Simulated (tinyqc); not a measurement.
ROHF in the sto-6g basis, for H4+, spin multiplicity 2, step by step. Computed by tinyqc, a small Python program that keeps every step (integrals from PySCF). Settings: charge = 1, multiplicity = 2, basis = sto-6g, energy threshold = 1e-09, iteration cap = 63, orthogonalisation = canonical, start = core, DIIS depth = 0, method = ROHF. Command: `OMP_NUM_THREADS=1 python tinyqc.py 22377 22378 out.jsonl` (the two numbers bound the seeds that draw the settings). One thread of a shared host (Intel(R) Xeon(R) Processor @ 2.60GHz), about 0.04 s of CPU time with the checks. Later iterations appear only in the table of the cycle.

## One-electron integrals

Geometry (angstrom):
```
atom,x,y,z
H,0.000000,0.000000,0.000000
H,0.000000,0.000000,0.797000
H,0.000000,2.333000,0.000000
H,0.000000,2.333000,0.797000
```

Basis sto-6g: exponents (1/bohr^2) and contraction coefficients of normalised primitives:
```
element,l (shell),exponent,coefficient
H,s (1),35.523221,0.009164
H,s (1),6.513144,0.049361
H,s (1),1.822143,0.168538
H,s (1),0.625955,0.370563
H,s (1),0.243077,0.416492
H,s (1),0.100112,0.130334
```

Overlap, kinetic and nuclear-attraction integrals over the contracted functions; the nuclear repulsion is the sum of Za Zb / Rab.

nuclear repulsion = 2.21085456 hartree

overlap S:
```
,1H 1s,2H 1s,3H 1s,4H 1s
1H 1s,1.000000,0.622655,0.069396,0.055456
2H 1s,0.622655,1.000000,0.055456,0.069396
3H 1s,0.069396,0.055456,1.000000,0.622655
4H 1s,0.055456,0.069396,0.622655,1.000000
```

kinetic energy T (hartree):
```
,1H 1s,2H 1s,3H 1s,4H 1s
1H 1s,0.768522,0.202501,-0.011388,-0.010365
2H 1s,0.202501,0.768522,-0.010365,-0.011388
3H 1s,-0.011388,-0.010365,0.768522,0.202501
4H 1s,-0.010365,-0.011388,0.202501,0.768522
```

nuclear attraction V (hartree):
```
,1H 1s,2H 1s,3H 1s,4H 1s
1H 1s,-2.299498,-1.376320,-0.120630,-0.098648
2H 1s,-1.376320,-2.299498,-0.098648,-0.120630
3H 1s,-0.120630,-0.098648,-2.299498,-1.376320
4H 1s,-0.098648,-0.120630,-1.376320,-2.299498
```

core Hamiltonian H = T + V (hartree):
```
,1H 1s,2H 1s,3H 1s,4H 1s
1H 1s,-1.530976,-1.173819,-0.132018,-0.109013
2H 1s,-1.173819,-1.530976,-0.109013,-0.132018
3H 1s,-0.132018,-0.109013,-1.530976,-1.173819
4H 1s,-0.109013,-0.132018,-1.173819,-1.530976
```

## Two-electron integrals

Functions are numbered as in S; the eight-fold symmetry (ij|kl) = (ji|kl) = (kl|ij) leaves the list below.

Two-electron integrals (ij|kl) in chemists' order, unique and non-zero (hartree):
```
i,j,k,l,(ij|kl)
1,1,1,1,0.774999
2,1,1,1,0.412451
2,1,2,1,0.261081
2,2,1,1,0.548752
2,2,2,1,0.412451
2,2,2,2,0.774999
3,1,1,1,0.029585
3,1,2,1,0.017209
3,1,2,2,0.025096
3,1,3,1,0.002288
3,2,1,1,0.021699
3,2,2,1,0.014086
3,2,2,2,0.022879
3,2,3,1,0.001732
3,2,3,2,0.001424
3,3,1,1,0.226587
3,3,2,1,0.138699
3,3,2,2,0.214507
3,3,3,1,0.029585
3,3,3,2,0.022879
3,3,3,3,0.774999
4,1,1,1,0.022879
4,1,2,1,0.014086
4,1,2,2,0.021699
4,1,3,1,0.001732
4,1,3,2,0.001408
4,1,3,3,0.021699
4,1,4,1,0.001424
4,2,1,1,0.025096
4,2,2,1,0.017209
4,2,2,2,0.029585
4,2,3,1,0.001963
4,2,3,2,0.001732
4,2,3,3,0.025096
4,2,4,1,0.001732
4,2,4,2,0.002288
4,3,1,1,0.138699
4,3,2,1,0.087299
4,3,2,2,0.138699
4,3,3,1,0.017209
4,3,3,2,0.014086
4,3,3,3,0.412451
4,3,4,1,0.014086
4,3,4,2,0.017209
4,3,4,3,0.261081
4,4,1,1,0.214507
4,4,2,1,0.138699
4,4,2,2,0.226587
4,4,3,1,0.025096
4,4,3,2,0.021699
4,4,3,3,0.548752
4,4,4,1,0.022879
4,4,4,2,0.029585
4,4,4,3,0.412451
4,4,4,4,0.774999
```

## Orthogonalisation

S = U s U^T; canonical form X = U s^(-1/2), so that X^T S X = 1. Each column of U has its largest component positive (the first on a tie).

eigenvalues of S: 0.363405  0.391285  1.497803  1.747506

X:
```
,1,2,3,4
1H 1s,0.829420,0.799325,0.408548,0.378234
2H 1s,-0.829420,-0.799325,0.408548,0.378234
3H 1s,-0.829420,0.799325,-0.408548,0.378234
4H 1s,0.829420,-0.799325,-0.408548,0.378234
```

## Starting guess

The start is the orbitals of the core Hamiltonian; D(s) = C_occ C_occ^T for each spin.

D(alpha) at the start:
```
,1H 1s,2H 1s,3H 1s,4H 1s
1H 1s,0.309972,0.309972,-0.023850,-0.023850
2H 1s,0.309972,0.309972,-0.023850,-0.023850
3H 1s,-0.023850,-0.023850,0.309972,0.309972
4H 1s,-0.023850,-0.023850,0.309972,0.309972
```

D(beta) at the start:
```
,1H 1s,2H 1s,3H 1s,4H 1s
1H 1s,0.143061,0.143061,0.143061,0.143061
2H 1s,0.143061,0.143061,0.143061,0.143061
3H 1s,0.143061,0.143061,0.143061,0.143061
4H 1s,0.143061,0.143061,0.143061,0.143061
```

## Iteration 1: building the Fock matrix

J_ij = sum D_kl (ij|kl) with D = D(alpha) + D(beta), K_ij = sum D_kl (ik|jl) for each spin; F = H + J - K(s); E = tr D H + tr D J / 2 - 0.5 sum_s tr D(s) K(s) + E_nn.

Coulomb J (hartree):
```
,1H 1s,2H 1s,3H 1s,4H 1s
1H 1s,1.322578,0.829957,0.082570,0.067417
2H 1s,0.829957,1.322578,0.067417,0.082570
3H 1s,0.082570,0.067417,1.322578,0.829957
4H 1s,0.067417,0.082570,0.829957,1.322578
```

exchange K(alpha) (hartree):
```
,1H 1s,2H 1s,3H 1s,4H 1s
1H 1s,0.575082,0.505116,0.036921,0.035166
2H 1s,0.505116,0.575082,0.035166,0.036921
3H 1s,0.036921,0.035166,0.575082,0.505116
4H 1s,0.035166,0.036921,0.505116,0.575082
```

exchange K(beta) (hartree):
```
,1H 1s,2H 1s,3H 1s,4H 1s
1H 1s,0.291226,0.257188,0.109242,0.106523
2H 1s,0.257188,0.291226,0.106523,0.109242
3H 1s,0.109242,0.106523,0.291226,0.257188
4H 1s,0.106523,0.109242,0.257188,0.291226
```

F(alpha) (hartree):
```
,1H 1s,2H 1s,3H 1s,4H 1s
1H 1s,-0.783480,-0.848978,-0.086370,-0.076762
2H 1s,-0.848978,-0.783480,-0.076762,-0.086370
3H 1s,-0.086370,-0.076762,-0.783480,-0.848978
4H 1s,-0.076762,-0.086370,-0.848978,-0.783480
```

F(beta) (hartree):
```
,1H 1s,2H 1s,3H 1s,4H 1s
1H 1s,-0.499624,-0.601050,-0.158690,-0.148119
2H 1s,-0.601050,-0.499624,-0.148119,-0.158690
3H 1s,-0.158690,-0.148119,-0.499624,-0.601050
4H 1s,-0.148119,-0.158690,-0.601050,-0.499624
```

total energy of this density = -1.70429971 hartree

## Iteration 1: Roothaan effective Fock matrix

With projectors Pc = D(beta) S, Po = (D(alpha) - D(beta)) S, Pv = 1 - D(alpha) S, the block xy is Px^T F Py; with Fc = (F(alpha) + F(beta))/2, the blocks are Fc for cc, oo, vv and cv, F(beta) for co and F(alpha) for ov.

effective F (hartree):
```
,1H 1s,2H 1s,3H 1s,4H 1s
1H 1s,-0.641552,-0.725014,-0.122530,-0.112441
2H 1s,-0.725014,-0.641552,-0.112441,-0.122530
3H 1s,-0.122530,-0.112441,-0.641552,-0.725014
4H 1s,-0.112441,-0.122530,-0.725014,-0.641552
```

## Iteration 1: diagonalisation and new density

Diagonalise F' = X^T F X, C = X C', fill 2 alpha and 1 beta electrons from the bottom; D(s) = C_occ C_occ^T. Each column has its largest component positive (the first on a tie).

F' = X^T F X (hartree):
```
,1,2,3,4
1,0.257429,0.000000,0.000000,0.000000
2,0.000000,0.187518,0.000000,0.000000
3,0.000000,0.000000,-0.755504,0.000000
4,0.000000,0.000000,0.000000,-0.916470
```

orbital energies (hartree): MO1 -0.916470, MO2 -0.755504, MO3 0.187518, MO4 0.257429

coefficients C:
```
,MO1,MO2,MO3,MO4
1H 1s,0.378234,0.408548,0.799325,0.829420
2H 1s,0.378234,0.408548,-0.799325,-0.829420
3H 1s,0.378234,-0.408548,0.799325,-0.829420
4H 1s,0.378234,-0.408548,-0.799325,0.829420
```

D(alpha) after iteration 1:
```
,1H 1s,2H 1s,3H 1s,4H 1s
1H 1s,0.309972,0.309972,-0.023850,-0.023850
2H 1s,0.309972,0.309972,-0.023850,-0.023850
3H 1s,-0.023850,-0.023850,0.309972,0.309972
4H 1s,-0.023850,-0.023850,0.309972,0.309972
```

D(beta) after iteration 1:
```
,1H 1s,2H 1s,3H 1s,4H 1s
1H 1s,0.143061,0.143061,0.143061,0.143061
2H 1s,0.143061,0.143061,0.143061,0.143061
3H 1s,0.143061,0.143061,0.143061,0.143061
4H 1s,0.143061,0.143061,0.143061,0.143061
```

## Iteration 2: building the Fock matrix

As before.

Coulomb J (hartree):
```
,1H 1s,2H 1s,3H 1s,4H 1s
1H 1s,1.322578,0.829957,0.082570,0.067417
2H 1s,0.829957,1.322578,0.067417,0.082570
3H 1s,0.082570,0.067417,1.322578,0.829957
4H 1s,0.067417,0.082570,0.829957,1.322578
```

exchange K(alpha) (hartree):
```
,1H 1s,2H 1s,3H 1s,4H 1s
1H 1s,0.575082,0.505116,0.036921,0.035166
2H 1s,0.505116,0.575082,0.035166,0.036921
3H 1s,0.036921,0.035166,0.575082,0.505116
4H 1s,0.035166,0.036921,0.505116,0.575082
```

exchange K(beta) (hartree):
```
,1H 1s,2H 1s,3H 1s,4H 1s
1H 1s,0.291226,0.257188,0.109242,0.106523
2H 1s,0.257188,0.291226,0.106523,0.109242
3H 1s,0.109242,0.106523,0.291226,0.257188
4H 1s,0.106523,0.109242,0.257188,0.291226
```

F(alpha) (hartree):
```
,1H 1s,2H 1s,3H 1s,4H 1s
1H 1s,-0.783480,-0.848978,-0.086370,-0.076762
2H 1s,-0.848978,-0.783480,-0.076762,-0.086370
3H 1s,-0.086370,-0.076762,-0.783480,-0.848978
4H 1s,-0.076762,-0.086370,-0.848978,-0.783480
```

F(beta) (hartree):
```
,1H 1s,2H 1s,3H 1s,4H 1s
1H 1s,-0.499624,-0.601050,-0.158690,-0.148119
2H 1s,-0.601050,-0.499624,-0.148119,-0.158690
3H 1s,-0.158690,-0.148119,-0.499624,-0.601050
4H 1s,-0.148119,-0.158690,-0.601050,-0.499624
```

total energy of this density = -1.70429971 hartree

## Iteration 2: Roothaan effective Fock matrix

As before.

effective F (hartree):
```
,1H 1s,2H 1s,3H 1s,4H 1s
1H 1s,-0.641552,-0.725014,-0.122530,-0.112441
2H 1s,-0.725014,-0.641552,-0.112441,-0.122530
3H 1s,-0.122530,-0.112441,-0.641552,-0.725014
4H 1s,-0.112441,-0.122530,-0.725014,-0.641552
```

## Iteration 2 (converged): orbitals

As before.

F' = X^T F X (hartree):
```
,1,2,3,4
1,0.257429,0.000000,0.000000,0.000000
2,0.000000,0.187518,0.000000,0.000000
3,0.000000,0.000000,-0.755504,0.000000
4,0.000000,0.000000,0.000000,-0.916470
```

orbital energies (hartree): MO1 -0.916470, MO2 -0.755504, MO3 0.187518, MO4 0.257429

coefficients C:
```
,MO1,MO2,MO3,MO4
1H 1s,0.378234,0.408548,0.799325,0.829420
2H 1s,0.378234,0.408548,-0.799325,-0.829420
3H 1s,0.378234,-0.408548,0.799325,-0.829420
4H 1s,0.378234,-0.408548,-0.799325,0.829420
```

D(alpha) after iteration 2:
```
,1H 1s,2H 1s,3H 1s,4H 1s
1H 1s,0.309972,0.309972,-0.023850,-0.023850
2H 1s,0.309972,0.309972,-0.023850,-0.023850
3H 1s,-0.023850,-0.023850,0.309972,0.309972
4H 1s,-0.023850,-0.023850,0.309972,0.309972
```

D(beta) after iteration 2:
```
,1H 1s,2H 1s,3H 1s,4H 1s
1H 1s,0.143061,0.143061,0.143061,0.143061
2H 1s,0.143061,0.143061,0.143061,0.143061
3H 1s,0.143061,0.143061,0.143061,0.143061
4H 1s,0.143061,0.143061,0.143061,0.143061
```

## Convergence

Stop when the energy changes by less than 1e-09 hartree and every element of the error matrix X^T (F D S - S D F) X is below 9e-06.

Course of the cycle:
```
iteration,E (hartree),change,largest element of the error matrix
1,-1.70429971,-,1.48e-15
2,-1.70429971,-8.88e-16,6.38e-16
```

PySCF ROHF in the same basis = -1.70429971 hartree

Converged in 2 iterations.

## Populations, bond orders and dipole

Mulliken: Z minus the diagonal of D S on the atom; Loewdin: the same with S^(1/2) D S^(1/2); Mayer order: 2 sum_s sum (D(s) S)_ij (D(s) S)_ji over the two atoms.

Charges (e):
```
atom,Mulliken,Loewdin,Mulliken spin
1H,0.250000,0.250000,0.250000
2H,0.250000,0.250000,0.250000
3H,0.250000,0.250000,0.250000
4H,0.250000,0.250000,0.250000
```

Mayer bond orders:
```
pair,order
2-1,0.625000
3-1,0.125000
3-2,0.125000
4-1,0.125000
4-2,0.125000
4-3,0.625000
```

dipole moment about the origin, x y z (debye): 0.000000  5.602938  1.914077
